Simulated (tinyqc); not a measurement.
# Worked calculation: read current of a NAND string, cells in series solved by shooting

Program tinyqc, `OMP_NUM_THREADS=1 python tinyqc.py 2142163 2142164 out.jsonl`; Intel Xeon 2.30GHz, shared host, one thread, about 0.6 s. Printed values are rounded.

Cells in series, numbered from 0 at the source line (0 V) to the bit line, each followed by a gap resistance Rg. A cell with gate Vg, threshold VT, source Vs and drain Vd passes I = 2 nf K Vt^2 [F(Vs) - F(Vd)]/(1 + th max(Vg - VT, 0)), F(V) = ln^2(1 + exp((Vg - VT - nf V)/(2 nf Vt))). The selected cell has Vg = Vr, the others Vg = Vp.

Parameters, values chosen for the exercise; values of the order met in vertical NAND strings:
- T = 300 K (temperature)
- K = 18 uA/V^2 (gain factor of a cell)
- nf = 1.2 (slope factor)
- th = 0.05 1/V (mobility reduction factor)
- Rg = 7 kohm (resistance of the gap between cells)
- Vbl = 0.3 V (bit-line voltage)
- Vp = 6.1 V (pass voltage)
- Vr = 3.9 V (read voltage on the selected word line)

Constants: q = 1.602176634e-19 C, kB = 1.380649e-23 J/K, Vt = kB T/q. Results are converted to the units shown.

## Step 1: node voltages for a trial current

first trial current = 1.1 uA

| cell | thresholds from the source end (V) |
|---|---|
| 0 | 3.6 |
| 1 | 1.9 |
| 2 | 3.6 |
| 3 | -2 |
| 4 | 3.6 |
| 5 | 3.6 |

For a trial current I start at 0 V and, cell by cell (the selected one is cell 1), solve for the drain: sqrt(F(Vd)) = sqrt(F(Vs) - I/k), k = 2 nf K Vt^2/(1 + th max(Vg - VT, 0)), Vd = [Vg - VT - 2 nf Vt ln(exp(sqrt F) - 1)]/nf, then add I Rg.

| cell | node voltage after each cell and gap, trial 1 (V) |
|---|---|
| 0 | 0.0353839 |
| 1 | 0.0777934 |
| 2 | 0.114266 |
| 3 | 0.132758 |
| 4 | 0.170054 |
| 5 | 0.207936 |

## Step 2: node voltages for a trial current

second trial current = 1.5 uA

As before.

| cell | node voltage after each cell and gap, trial 2 (V) |
|---|---|
| 0 | 0.0483437 |
| 1 | 0.106755 |
| 2 | 0.157184 |
| 3 | 0.182500 |
| 4 | 0.234555 |
| 5 | 0.287807 |

## Course of the secant iteration

Secant steps on the end voltage less Vbl, from the two trials; a trial above the saturation current of a cell has no solution and is moved halfway to the previous trial. Stop below 1e-9 V.

Course of the iteration:

| iteration | I (uA) | end voltage - Vbl (V) | halvings |
|---|---|---|---|
| 1 | 1.56107 | 2.30e-4 | 0 |
| 2 | 1.55993 | -5.81e-7 | 0 |
| 3 | 1.55994 | -2.77e-11 | 0 |

Converged in 3 iterations to I = 1.5599 uA. The selected cell takes 16.6 % of the bit-line voltage and the gaps together 21.8 %.
